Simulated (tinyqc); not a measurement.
Sweeping the field: donor near an oxide interface in a gate field (two-state model).

Interface at z = 0 (hard wall), donor at z = d, field F pulling electrons to the interface: potential e F z; 1 kV/cm = 1e-5 eV/angstrom, c = hbar^2/2m0, q = e^2/(4 pi eps0), Q = (eps - eo)/(eps + eo). Donor state: E_D = e F d - ED - q Q/(4 eps d), the last term joining the images of ion and electron. Interface state: z exp(-b z/2) exp(-rho^2/(2 L^2)) with E_z = c b^2/(4 mz) + 3 e F/b + q Q b/(8 eps), minimised over b; in the plane at z = 3/b the ion (distance D = d - 3/b) and its image (D' = d + 3/b) give E_rho = c/(mt L^2) - (q/eps)(sqrt(pi)/L)[erfcx(D/L) + Q erfcx(D'/L)], erfcx(x) = exp(x^2) erfc(x), minimised over L. E_I = E_z + E_rho.

The two states couple by t = t0 exp(-D/aD) with t0 = q/(eps aD) (2 aD/L) sqrt(aD b/2) v, v a valley factor; this form is an estimate. With detuning u = E_D - E_I the splitting is sqrt(u^2 + 4 t^2) and the lower state has weight (1 - u/sqrt(u^2 + 4 t^2))/2 on the donor.

Constants: hbar^2/2m0 = 3.80998211 eV angstrom^2; e^2/(4 pi eps0) = 14.39964547 eV angstrom.

Values chosen for the exercise (near those of a donor in Si below SiO2, static dielectric constants; shifted at random, so the results belong to these values and not to a real crystal): d = 180 angstrom (depth of the donor); ED = 46 meV (bulk binding energy); mz = 0.929 m0 (mass across the interface); mt = 0.193 m0 (mass in the plane); eps = 11.2 (dielectric constant of the semiconductor); eo = 3.9 (dielectric constant of the oxide); aD = 18.8 angstrom (donor radius); v = 0.43 (valley factor); Fl = (35.494, 35.532, 35.547, 35.555, 35.562, 35.577, 35.615) kV/cm (fields).

Both levels, the splitting, the donor weight and the mean depth w d + (1 - w) 3/b.

Results:
```
F (kV/cm)  E_D (meV)  E_I (meV)  splitting (meV)  donor weight  mean depth (angstrom)
35.494        17.026     17.108           0.0830         0.996                  179.5
35.532        17.094     17.125           0.0325         0.974                  176.4
35.547        17.121     17.132           0.0147         0.855                  160.2
35.555        17.136     17.135           0.0104         0.482                  109.1
35.562        17.148     17.138           0.0143         0.155                   64.4
35.577        17.175     17.145           0.0319         0.027                   46.8
35.615        17.244     17.162           0.0824         0.004                   43.6
```

What can be read from this table?

E_D rises by 1.80 and E_I by 0.44 meV per kV/cm, so they cross once, near 35.6 kV/cm, where the splitting is 2t = 0.0104 meV. The donor weight passes from 0.85 to 0.15 while the detuning goes from -2t to 2t, a window of 0.015 kV/cm or 0.043 % of the field; across the table the charge moves by 136 angstrom.

Computed by tinyqc, a small Python program: `OMP_NUM_THREADS=1 python tinyqc.py 1281695 1281696 out.jsonl` (the numbers bound the seed that draws the inputs); one thread of a shared host (Intel(R) Xeon(R) Processor @ 2.30GHz), about 0.1 s for the whole set of steps.
